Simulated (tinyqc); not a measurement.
Single-oscillator infrared dielectric function of a polar cubic crystal: one step, computed by the program tinyqc.

One ion pair, charges +Z* and -Z*, in a cell of volume Omega = a^3/4. Frequencies omega are given as wavenumbers (1/cm); eps_s is the static dielectric constant.

Question. LO frequency and static constant from the Born charge. mu = M_A M_B/(M_A + M_B); ionic plasma term W^2 = 4 pi Z*^2 (e^2/(4 pi eps_0))/(Omega mu) in eV/(angstrom^2 u), turned into 1/cm by W = 15.6333042 x 33.35640952 x sqrt(W^2); omega_LO^2 = omega_TO^2 + W^2/eps_inf; eps_s = eps_inf + W^2/omega_TO^2; Szigeti charge 3 Z*/(eps_inf + 2); longitudinal (Callen) charge Z*/eps_inf.

Inputs (values chosen for the exercise, modelled on zinc selenide): lattice constant a = 5.668 angstrom; mass M_A = 65.38 u; mass M_B = 78.97 u; omega_TO = 210 1/cm; Born charge Z* = 2.09 e; eps_inf = 6.07.

Structure: zinc blende. Free carriers: absent.

Constants: nu for 1 eV/(angstrom^2 u) = 15.6333042 THz; 1 THz = 33.35640952 1/cm; e^2/(4 pi eps_0) = 14.39964548 eV angstrom.

Give: reduced mass mu; W; omega_LO; eps_s; Szigeti charge; Callen charge.

Answer.

reduced mass mu = 35.77 u

W = 363.3 1/cm

omega_LO = 256.6 1/cm

eps_s = 9.063

Szigeti charge = 0.7770 e

Callen charge = 0.3443 e

omega_LO/omega_TO = 1.222; the ions supply 33 % of eps_s.
